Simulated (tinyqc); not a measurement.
Threshold spread from leakage statistics.

Question. VT is Gaussian with standard deviation s and Ioff goes as exp(-VT/(n Vt)), so Ioff is log-normal: mean/median = exp(w^2/2) with w = s/(n Vt). Find w, s, the relative standard deviation sqrt(exp(w^2) - 1) and the share of devices that leak more than the mean, erfc(w/(2 sqrt(2)))/2.

Inputs (values chosen for the exercise): temperature T = 400 K; subthreshold factor n = 1.35.

Constants: q = 1.602176634e-19 C, kB = 1.380649e-23 J/K, Vt = kB T/q. Results are converted to the units shown.

mean/median of the off current = 1.3780132

Answer. w = sqrt(2 ln(mean/median)); the mean lies w/2 standard deviations out in ln Ioff.

w = 0.801
s = 37.3 mV
relative standard deviation = 0.948
share above the mean = 34.4 %

Numbers from tinyqc (`OMP_NUM_THREADS=1 python tinyqc.py 2090161 2090162 out.jsonl`; about 0.01 s on one thread of a shared Intel Xeon 2.30GHz).
